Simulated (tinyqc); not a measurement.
Space-charge-limited current with shallow traps: one step of the calculation.

One carrier type, drift only, an injecting contact at x = 0 (zero field) and thickness L. The share th = y/(1 + y), y = (Nc/Nt) exp(-Et/kB T), of the injected charge is free: J = q mu n F, eps0 eps_r dF/dx = q (n - n0)/th.

Question. The exact current. Exact: with u = n0/n(L), w = -u - ln(1 - u) and v = -u - u^2/2 - ln(1 - u), V = (q n0 L^2/(th eps0 eps_r)) v/w^2 and J = q^2 n0^2 mu L/(th eps0 eps_r w). v/w^2 falls steadily with u, so u follows by bisection.

Parameters, values chosen for the exercise:
```
symbol,value,unit,meaning
T,300,K,temperature
eps_r,7.2,,relative permittivity
mu,0.025,cm^2/(V s),mobility
L,240,nm,thickness
Nc,6e20,cm^-3,band density of states
Nt,3.4e17,cm^-3,trap density
Et,0.24,eV,trap depth
n0,8.6e14,cm^-3,free carrier density in equilibrium
V,5.9,V,voltage
```

Constants: q = 1.602176634e-19 C, kB = 1.380649e-23 J/K, Vt = kB T/q, eps0 = 8.8541878128e-14 F/cm where lengths are in cm. Results are converted to the units shown.

Give: v/w^2; u; w; J; exit field over V/L.

Answer.

v/w^2 = 6.6773
u = 0.17843
w = 0.018108
J = 7.0035 A/cm^2
exit field over V/L = 1.4757

J is 2.8 % below the plain sum of the two limits; the exit field lies between the ohmic 1 and the Mott-Gurney 1.5.

Range of the model: Diffusion and a field-dependent mobility are left out. With injecting contacts the diffusion current, about 4 pi^2 Vt th eps0 eps_r mu V/L^3, equals the Mott-Gurney current at V = 35 kB T/q (0.9 V at 300 K), so the drift-only result needs V well above that.

Numbers from tinyqc (`OMP_NUM_THREADS=1 python tinyqc.py 2370109 2370110 out.jsonl`; about 0.01 s on one thread of a shared Intel Xeon 2.30GHz).
